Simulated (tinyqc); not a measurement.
Core-shell quantum dot (spherical envelope functions), step by step. Values are carried at full precision from step to step, so a last printed digit may differ when a step is redone from the rounded ones.

Parabolic bands; strain and other valleys are left out. s states, u = r psi, hard wall at R + H, c = hbar^2/2m0, energies from the band edges of the core. Core: u = sin(k1 r)/k1, k1 = sqrt(m1 E/c). At R, psi and psi'/m are continuous, so u is continuous and its slope in the shell is s = u/R + (m2/m1)(u' - u/R). Shell: u(R + x) = u(R) cos(k2 x) + s sin(k2 x)/k2, k2 = sqrt(m2 (E - V)/c); for negative arguments the functions turn into sinh and cosh. A level has u(R + H) = 0.

Constants: hbar^2/2m0 = 3.80998211 eV angstrom^2; e^2/(4 pi eps0) = 14.39964547 eV angstrom; hc = 1239.841984 eV nm.

Parameters, chosen for this exercise (near those of a GaAs/AlGaAs core-shell dot; not measured data): R = 16 angstrom (core radius); H = 36 angstrom (shell thickness); Vc = 0.256 eV (conduction edge of the shell above that of the core); me1 = 0.068 m0 (electron, core); me2 = 0.094 m0 (electron, shell); E = 0.383 eV (trial energy of the electron); Vv = 0.12 eV (hole barrier of the shell); mh1 = 0.391 m0 (hole, core); mh2 = 0.457 m0 (hole, shell); Eg = 1.422 eV (gap of the core); eps = 12.3 (dielectric constant).

## Shooting at a trial energy

Carry the electron solution outwards.

k1^2 = 0.0068357 1/angstrom^2
k2^2 = 0.0031333 1/angstrom^2
u(R) = 11.725 angstrom
s = 0.0590
u(R + H) = -4.088 angstrom

u(R + H) is negative: one node has entered, so the lowest level lies below the trial energy.

## Ground states

Find the lowest root for electron and hole, and the share of u^2 inside the core.

Levels:
```
carrier,E (eV),share in the core
electron,0.3541,0.247
hole,0.1161,0.449
```

The core holds 3 % of the volume. Neither carrier is held firmly in the core.

## Overlap and Coulomb integrals

Overlap = (integral of u_e u_h)^2 with normalised u. Coulomb integrals J_ab = (q/eps) double integral of u_a(r)^2 u_b(s)^2/max(r, s), q = e^2/(4 pi eps0), one eps everywhere. Exciton E = Eg + E_e + E_h - J_eh; first-order biexciton shift J_ee + J_hh - 2 J_eh (positive: repulsive).

Integrate numerically.

overlap = 0.932

J_eh, J_ee, J_hh (meV): 49.9  44.9  57.5

## Exciton and biexciton

Give E, the wavelength hc/E and the biexciton shift.

E = 1.842 eV
wavelength = 673 nm
biexciton shift = 3 meV

At first order the shift is the Coulomb integral of the net charge density with itself and cannot be negative; correlation, left out here, lowers it, and may reverse a shift as small as this.

## Checks

- Level without offset and mass step against c (pi/(R + H))^2/m, eV: both 0.2045.
- J_ee in that case against 1.786 q/(eps (R + H)), meV: both 40.2.

Run: tinyqc, `OMP_NUM_THREADS=1 python tinyqc.py 1281172 1281173 out.jsonl`; Intel(R) Xeon(R) Processor @ 2.30GHz, one thread, shared host; about 0.05 s of CPU time with all checks.
